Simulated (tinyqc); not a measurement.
Critical points: density of states of one tight-binding band on the triangular lattice.

E(k) = -2 t (cos 2 pi k1 + cos 2 pi k2 + cos 2 pi (k1 + k2)); k in fractions of the reciprocal vectors, mesh k_i = j/N with j = 0 .. N-1. Densities are per cell and per spin, so the band holds one state.

Inputs chosen for the exercise: t = 0.99 eV (nearest hopping).

The gradient vanishes at these points by symmetry; the signs of the eigenvalues of the second-derivative matrix give the type.

Critical points:

| point | k | E (eV) | positive | negative | type |
|---|---|---|---|---|---|
| Gamma | (0, 0) | -5.9400 | 2 | 0 | minimum |
| M | (0.5, 0) | 1.9800 | 1 | 1 | saddle |
| K | (0.3333, 0.3333) | 2.9700 | 0 | 2 | maximum |

What can be read from this table?

Gamma is a minimum at -5.940 eV: g has a step there. M is a saddle at 1.980 eV: g diverges logarithmically there. K is a maximum at 2.970 eV: g has a step there.

Program tinyqc; command `OMP_NUM_THREADS=1 python tinyqc.py 1682337 1682338 out.jsonl`; about 0.08 s on one thread of a shared Intel(R) Xeon(R) Processor @ 2.30GHz.
